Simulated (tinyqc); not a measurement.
A particle near a wafer in liquid: double-layer and van der Waals forces (DLVO), deposition barrier and removal. Changing the particle radius R. Computed by tinyqc, a small Python program. Command: `OMP_NUM_THREADS=1 python tinyqc.py 3111934 3111935 out.jsonl dlvo sweep`. One thread of a shared host (Intel(R) Xeon(R) Processor @ 2.30GHz), about 0.01 s of CPU time with the checks.

Sphere and flat wall, Derjaguin approximation, constant potentials in the linear-superposition form, no retardation and no hydration force.

Inputs (values chosen for the exercise, of the order of those for silicon nitride on silicon in water):
```
quantity                           value   unit
Hamaker constant A                 3e-20      J
potential of the particle psi_1      -25     mV
potential of the wafer psi_2         -55     mV
salt concentration c               0.044  mol/L
valence z of the symmetric salt        1      -
temperature T                        298      K
dielectric constant of the liquid   78.4      -
contact distance h0                  0.3     nm
contact radius over R               0.16      -
viscosity                            0.7  mPa s
```

Constants: e = 1.602176634e-19 C; N_A = 6.02214076e+23 1/mol; eps_0 = 8.8541878128e-12 F/m; k_B = 1.380649e-23 J/K; k_B = 8.617333262e-05 eV/K.

Method. kappa^2 = 2 z^2 e^2 N_A (1000 c)/(eps eps_0 k_B T); gamma_i = tanh(z e psi_i/(4 k_B T)); Z = 64 pi eps eps_0 (k_B T/(z e))^2 gamma_1 gamma_2. Adhesion F_a = A R/(6 h0^2) [1 + a^2/(R h0)] - kappa Z R exp(-kappa h0), a the contact radius. Drag in a shear flow F_d = 1.7 x 6 pi mu R^2 G, acting at 1.4 R; rolling starts when 1.4 R F_d = a F_a. Wall shear stress = mu G.

One run for each value:
```
particle radius R (nm)  wall shear stress for rolling (Pa)  net adhesion F_a (pN)    kappa R
5                                                    52231              3.661e+02  3.451e+00
11                                                   32964              1.118e+03  7.592e+00
22                                                   24936              3.384e+03  1.518e+01
47                                                   20666              1.280e+04  3.244e+01
100                                                  18674              5.236e+04  6.902e+01
450                                                  17300              9.823e+05  3.106e+02
950                                                  17094              4.326e+06  6.556e+02
2000                                                 16996              1.906e+07  1.380e+03
```

Give the missing row, particle radius R (nm) = 210.

Computed row:
```
particle radius R (nm)  wall shear stress for rolling (Pa)  net adhesion F_a (pN)    kappa R
210                                                  17749              2.195e+05  1.449e+02
```

Interpolating between the two neighbouring rows (the first column on a logarithmic scale, the others too where they are positive) misses by up to 1.3 %. Over the rows, wall shear stress for rolling (Pa) falls from 52200 to 17000 (exponent d ln y / d ln x -0.58 between the first rows and -0.0077 between the last); net adhesion F_a (pN) rises from 366 to 1.91e7 (exponent d ln y / d ln x 1.4 between the first rows and 2.0 between the last); kappa R rises from 3.45 to 1380 (exponent d ln y / d ln x about 1.00 throughout). At the high end the exponent of wall shear stress for rolling is -0.01, close to 0: the flattened contact adds adhesion as R^2. The smallest particle needs 3.07 times the shear stress of the largest.

Extremes, crossings and ranges named in words are read from the listed rows.
